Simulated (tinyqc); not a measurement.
Surface against bulk across the gap: Shockley state of an s-p chain by decimation.

Each site has s at -d/2 and p at +d/2: H0 = diag(-d/2, d/2). The block to the next site on the right is H1 = [[-ts, u], [-u, tp]] (rows s, p of site n; columns s, p of site n + 1). Bulk: H(k) = [[-d/2 - 2 ts cos k, 2i u sin k], [-2i u sin k, d/2 + 2 tp cos k]]. The bands are inverted at k = pi if d < 2 (ts + tp).

Decimation (Sancho-Rubio) at z = E + i eta: start with es = e = H0, A = H1, B = H1^T. Each round forms g = (z - e)^-1 and sets es += A g B, e += A g B + B g A, A = A g A, B = B g B, doubling the length covered. Stop when all |A| < 1e-10. Surface G = (z - es)^-1, bulk G = (z - e)^-1; densities -Im tr G/pi.

Values chosen for the exercise: d = 2.76 eV (Ep - Es); ts = 0.71 eV (s-s hopping); tp = 1.75 eV (p-p hopping); u = 0.74 eV (s-p hopping); eta = 0.02 eV (broadening); E1 = -2.01 eV (first energy); dE = 0.225 eV (step).

Eleven energies E1 + j dE.

Densities (1/eV):

| E (eV) | surface | bulk |
|---|---|---|
| -2.010 | 0.8790 | 1.1766 |
| -1.785 | 0.1063 | 0.7381 |
| -1.560 | 0.0185 | 0.0334 |
| -1.335 | 0.0141 | 0.0135 |
| -1.110 | 0.0193 | 0.0083 |
| -0.885 | 0.0490 | 0.0065 |
| -0.660 | 0.6707 | 0.0065 |
| -0.435 | 0.1894 | 0.0087 |
| -0.210 | 0.0336 | 0.0197 |
| 0.015 | 0.0259 | 0.4916 |
| 0.240 | 0.1139 | 0.4006 |

edges of the bulk gap (201 k points) (eV): -1.8083  0.0400

What can be read from this table?

Inside the gap the bulk density is only the tail of the broadening, at least 0.0065. The surface density peaks at -0.660 eV among these rows (0.671); a chain of 60 sites puts the surface level at -0.5834 eV.

(tinyqc, `OMP_NUM_THREADS=1 python tinyqc.py 1480641 1480642 out.jsonl`, Intel(R) Xeon(R) Processor @ 2.30GHz, 1 thread, shared host, about 0.2 s.)
